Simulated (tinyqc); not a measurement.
What each parameter does: sp3s* tight binding.

sp3s* tight binding, nearest neighbours only: anion (a) at 0, cation (c) at a/4 (1,1,1), orbitals s, px, py, pz, s* on each; k in units of 2 pi/a. With phases e_j = exp(i (pi/2) k.n_j) for n = (1,1,1), (1,-1,-1), (-1,1,-1), (-1,-1,1): g0 = (e1+e2+e3+e4)/4, g1 = (e1+e2-e3-e4)/4, g2 = (e1-e2+e3-e4)/4, g3 = (e1-e2-e3+e4)/4. The diagonal holds the levels Esa, Epa, Exa (s*) and Esc, Epc, Exc. Anion-cation block: <sa|sc> = Vss g0; <sa|xc> = Vsapc g1; <xa|sc> = -Vscpa g1; <xa|xc> = Vxx g0; <xa|yc> = <ya|xc> = Vxy g3, <xa|zc> = <za|xc> = Vxy g2, <ya|zc> = <za|yc> = Vxy g1; <s*a|xc> = Vxapc g1; <xa|s*c> = -Vpaxc g1; y and z take g2 and g3 in place of g1; s-s* and s*-s* vanish.

Parameters, chosen for this exercise (near a published set for InAs, fitted to gaps, whose masses and valley positions are rough; not measured data):

| symbol | value | unit | meaning |
|---|---|---|---|
| Esa | -9.552 | eV | s level of the anion |
| Epa | 0.909 | eV | p level of the anion |
| Esc | -2.72 | eV | s level of the cation |
| Epc | 3.731 | eV | p level of the cation |
| Exa | 7.406 | eV | s* level of the anion |
| Exc | 6.747 | eV | s* level of the cation |
| Vss | -5.617 | eV | s-s |
| Vxx | 1.836 | eV | px-px |
| Vxy | 4.474 | eV | px-py |
| Vsapc | 3.033 | eV | s anion, p cation |
| Vscpa | 5.447 | eV | s cation, p anion |
| Vxapc | 3.364 | eV | s* anion, p cation |
| Vpaxc | 3.913 | eV | p anion, s* cation |

Gaps from the top of the valence band at Gamma; Delta is the minimum on (x,0,0), 0.5 <= x <= 1.

One parameter was then changed.

Results before and after:

| case | Ev (eV) | gap Gamma (eV) | gap Delta (eV) | gap L (eV) |
|---|---|---|---|---|
| base | 0.0044 | 0.4337 | 2.2895 | 1.3726 |
| changed | 0.0044 | 0.4337 | 2.2895 | 1.2953 |

Which of these changes was made? (a) Vxapc = 3.664 eV; (b) Epa = 1.109 eV; (c) Vxy = 4.674 eV; (d) Vss = -5.917 eV; (e) Vsapc = 3.233 eV; (f) Vscpa = 5.747 eV.

Answer: (c) Vxy = 4.674 eV. Of the candidates, run in turn, only this one gives the changed row.

All candidates:

| case | Ev (eV) | gap Gamma (eV) | gap Delta (eV) | gap L (eV) |
|---|---|---|---|---|
| base | 0.0044 | 0.4337 | 2.2895 | 1.3726 |
| Vxy = 4.674 eV | 0.0044 | 0.4337 | 2.2895 | 1.2953 |
| Vsapc = 3.233 eV | 0.0044 | 0.4337 | 2.3594 | 1.4270 |
| Epa = 1.109 eV | 0.1640 | 0.2742 | 2.1299 | 1.2384 |
| Vxapc = 3.664 eV | 0.0044 | 0.4337 | 2.0243 | 1.2931 |
| Vscpa = 5.747 eV | 0.0044 | 0.4337 | 2.2895 | 1.4819 |
| Vss = -5.917 eV | 0.0044 | 0.6918 | 2.2895 | 1.4258 |

Vxy, Vsapc, Vxapc and Vscpa cannot move Ev or the gap at Gamma, whose blocks do not hold them; s parameters never move Ev, and move the gap only where the lowest empty level at Gamma is s-like.

Run: tinyqc, `OMP_NUM_THREADS=1 python tinyqc.py 1482718 1482719 out.jsonl`; Intel(R) Xeon(R) Processor @ 2.30GHz, one thread, shared host; about 0.05 s of CPU time with all checks.
